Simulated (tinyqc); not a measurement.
Regular and subregular solution with a miscibility gap: one step, computed by the program tinyqc.

Per mole of mixing sites: G(x) = x (1 - x) [L0 + L1 (1 - 2x)] + R T [x ln x + (1 - x) ln(1 - x)], x the fraction of B.

Task: Spinodal at T. G' = L0 (1 - 2x) + L1 (1 - 6x + 6x^2) + R T ln[x/(1 - x)]; G'' = -2 L0 - 6 L1 (1 - 2x) + R T/[x (1 - x)]. Solve G'' = 0 on each side of x_c.

Inputs (values chosen for the exercise, modelled on Ga(1-x)In(x)As): asymmetry L1 = 0 kJ/mol; temperature T = 471 K.

critical composition x_c = 0.5

L0 = 12.58783 kJ/mol

Constants: R = 8.314462618 J/(mol K).

Give: spinodal x_s1; spinodal x_s2.

Result:

spinodal x_s1 = 0.1927

spinodal x_s2 = 0.8073
